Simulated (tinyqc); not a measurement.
## MOS structure on a p-type body with a surface-enhanced doping, non-linear Poisson equation by Newton steps: starts and damping rules compared

One dimension, insulator interface at x = 0, acceptor density Na + N0 exp(-x/Ls), net doping C = -(acceptor density). psi is counted from the intrinsic level: n = ni exp((psi - Vb)/Vt), p = ni exp(-psi/Vt); deep in the body psi_b = -Vt ln(Na/ni). The gate acts through Cox = eps0 eox/tox and has the potential psi_G = Vg - (phiM - chi - Vt ln(Nc/ni)). Boltzmann statistics, full ionisation, classical densities, no oxide or interface charge. Acceptors in real wide-gap material are deep and only partly ionised in the neutral body.

a_i = eps0 eps_r/h_i for the interval from node i to i + 1, with h_i = x_(i+1) - x_i in cm.

n_i = ni exp((psi_i - Vb)/Vt), p_i = ni exp(-psi_i/Vt), rho_i = p_i - n_i + C_i, g_i = (n_i + p_i)/Vt. Box widths w_i = (h_(i-1) + h_i)/2 in cm. Residual F_i = a_i (psi_(i+1) - psi_i) - a_(i-1) (psi_i - psi_(i-1)) + q rho_i w_i; Jacobian: a_(i-1) and a_i beside the diagonal, b_i = -a_(i-1) - a_i - q g_i w_i on it. Node 0 is free: w_0 = h_0/2, F_0 = a_0 (psi_1 - psi_0) + Cox (psi_G - psi_0) + q rho_0 w_0, b_0 = -a_0 - Cox - q g_0 w_0, with Cox = eps0 eox/tox, psi_G = Vg - (phiM - chi - Vt ln(Nc/ni)). The last node is fixed.

Iterations until the largest undamped |d| is below 1e-9 V (the last, tiny step is counted), with a cap of 100; "overflow" would mean that an exponential left the range of double precision. Starts:
- neutral: -Vt ln(-C_i/ni) on every node but the last, which holds psi_b.
- parabola: psi_b + U (1 - x/W)^2 for x < W and psi_b beyond, with U = Vb - 2 psi_b and W = sqrt(2 eps0 eps_r U/(q Na)).
- linear: A straight line in x from psi_G at node 0 to psi_b at the last node.

Rules for the step d, which solves the tridiagonal system a_(i-1) d_(i-1) + b_i d_i + a_i d_(i+1) = -F_i:
- full Newton steps: the full step is added.
- logarithmic damping: each component d is damped to sign(d) Vt ln(1 + |d|/Vt) before it is added.
- steps capped at 4 Vt: if the largest |d| exceeds 4 Vt, the whole step is scaled down so that it equals 4 Vt.
- halved steps: half of the step is added while the largest |d| exceeds 1.5 Vt, the full step after that.

Parameters, values chosen for the exercise; band and dielectric values close to those of 4H silicon carbide:
- T = 300 K (temperature)
- Eg = 3.28 eV (band gap)
- eps_r = 9.74 (relative permittivity)
- Nc = 1.73e19 cm^-3 (conduction-band density of states at T)
- Nv = 2.51e19 cm^-3 (valence-band density of states at T)
- chi = 3.54 eV (electron affinity)
- Na = 5.4e15 cm^-3 (acceptor density deep in the body)
- eox = 3.9 (relative permittivity of the gate insulator (close to silicon dioxide))
- tox = 1.8 nm (insulator thickness)
- phiM = 4.11 eV (gate work function)
- Vb = 0.6 V (electron quasi-Fermi potential against the body)
- N0 = 1.8e16 cm^-3 (extra acceptor density at the surface)
- Ls = 110 nm (decay length)
- Vg = 1.43 V (gate voltage against the body)

Constants: q = 1.602176634e-19 C, kB = 1.380649e-23 J/K, Vt = kB T/q, eps0 = 8.8541878128e-14 F/cm where lengths are in cm. Results are converted to the units shown.

```
node  x (nm)  net doping C (cm^-3)
0          0              -2.34e16
1        0.8           -2.32696e16
2        2.1           -2.30596e16
3       4.22           -2.27225e16
4       7.67           -2.21877e16
5       13.3           -2.13501e16
6       22.4           -2.00837e16
7       37.3           -1.82235e16
8       61.5           -1.56911e16
9        101           -1.25864e16
10       165           -9.41634e15
11       269           -6.96036e15
12       439           -5.73269e15
13       715           -5.42706e15
14      1160           -5.40047e15
15      1900           -5.40000e15
```

ni = 5.86236e-9 cm^-3

Iterations needed:
```
          full Newton steps  logarithmic damping  steps capped at 4 Vt  halved steps
neutral                  13                   43                    42            13
parabola                 15                   11                     8             9
linear                   89                   32                    42            34
```

The fewest iterations, 8, are needed by steps capped at 4 Vt from the parabola start. Every pairing converges. Lowest count for the worst start: halved steps, at most 34 iterations.

Numbers from tinyqc (`OMP_NUM_THREADS=1 python tinyqc.py 2080024 2080025 out.jsonl`; about 0.6 s on one thread of a shared Intel Xeon 2.30GHz).
